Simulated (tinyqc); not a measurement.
Lorentz oscillators and the Kramers-Kronig relations: one step. eps1 at one grid point. Three cases, with inputs chosen for the exercise.

Question. List the terms E_j eps2_j/(E_j^2 - E_i^2) for j - i odd, add them and form eps1.

Kramers-Kronig: eps1(E) = 1 + (2/pi) P integral_0^infinity E1 eps2(E1)/(E1^2 - E^2) dE1. Maclaurin rule on the grid E_j = j h, j = 1 .. M: eps1(E_i) = 1 + (4 h/pi) sum over j with j - i odd of E_j eps2(E_j)/(E_j^2 - E_i^2); nothing is added above E_M.

Case 1.

Values chosen: h = 0.25 eV (grid step); M = 36 (grid points E_j = j h); i = 4 (grid index at which eps1 is wanted).

eps2(E_j), j = 1 .. M: 0.088158  0.182314  0.289489  0.419066  0.584955  0.809523  1.131366  1.621754  2.421358  3.822254  6.406270  10.766628  14.238983  11.422079  6.896281  4.110341  2.607827  1.764129  1.257880  0.934976  0.718230  0.566521  0.456614  0.374682  0.312121  0.263367  0.224703  0.193572  0.168173  0.147207  0.129720  0.115000  0.102504  0.091818  0.082616  0.074642

Case 2.

Values chosen: h = 0.4 eV (grid step); M = 36 (grid points E_j = j h); i = 5 (grid index at which eps1 is wanted).

eps2(E_j), j = 1 .. M: 0.017845  0.036253  0.055839  0.077318  0.101591  0.129848  0.163750  0.205725  0.259495  0.331071  0.430761  0.577566  0.809710  1.212718  2.001298  3.732022  6.882695  6.895937  4.195267  3.116715  3.259915  4.298167  5.672532  5.568722  3.938450  2.505816  1.633099  1.122011  0.810191  0.609519  0.473888  0.378314  0.308584  0.256213  0.215908  0.184243

Case 3.

Values chosen: h = 0.5 eV (grid step); M = 36 (grid points E_j = j h); i = 14 (grid index at which eps1 is wanted).

eps2(E_j), j = 1 .. M: 0.107575  0.238766  0.433130  0.789898  1.698779  7.268145  13.195056  20.594123  21.543227  4.678741  1.826121  0.951693  0.577801  0.385020  0.273109  0.202620  0.155499  0.122536  0.098639  0.080807  0.067179  0.056553  0.048126  0.041343  0.035812  0.031252  0.027453  0.024260  0.021554  0.019245  0.017261  0.015545  0.014054  0.012750  0.011606  0.010596

Give: terms in order of j; sum; eps1(E_i).

Answer.

Case 1.

terms in order of j (1/eV): -0.0235  -0.4963  1.2999  0.9599  1.3411  2.6845  4.8394  1.9798  0.6496  0.2771  0.1420  0.0819  0.0513  0.0340  0.0236  0.0170  0.0126  0.0096

sum = 13.883 1/eV
eps1(E_i) = 5.419

The oscillator formula gives 5.409 at E_i = 1 eV. The rule samples every 2h = 0.5 eV against a narrowest width of 0.94 eV and stops at 9 eV; coarse sampling and the missing tail make the difference.

Case 2.

terms in order of j (1/eV): -0.0086  -0.0859  0.1771  0.1055  0.1104  0.1456  0.2482  0.6462  1.0378  0.4156  0.5150  0.6064  0.2502  0.1035  0.0522  0.0303  0.0193  0.0130

sum = 4.382 1/eV
eps1(E_i) = 3.232

The oscillator formula gives 3.262 at E_i = 2 eV. The rule samples every 2h = 0.8 eV against a narrowest width of 1.11 eV and stops at 14.4 eV; coarse sampling and the missing tail make the difference.

Case 3.

terms in order of j (1/eV): -0.0011  -0.0139  -0.0993  -1.2567  -3.3720  -0.5357  -0.5564  0.2825  0.0568  0.0227  0.0115  0.0066  0.0042  0.0028  0.0019  0.0014  0.0010  0.0008

sum = -5.443 1/eV
eps1(E_i) = -2.465

The oscillator formula gives -2.514 at E_i = 7 eV. The rule samples every 2h = 1 eV against a narrowest width of 0.27 eV and stops at 18 eV; coarse sampling and the missing tail make the difference.

Computed by tinyqc, one run a case: `OMP_NUM_THREADS=1 python tinyqc.py N N+1 out.jsonl` with N = 1680239, 1680752, 1680799; one thread of a shared Intel(R) Xeon(R) Processor @ 2.30GHz, about 0.2 s a run at most.
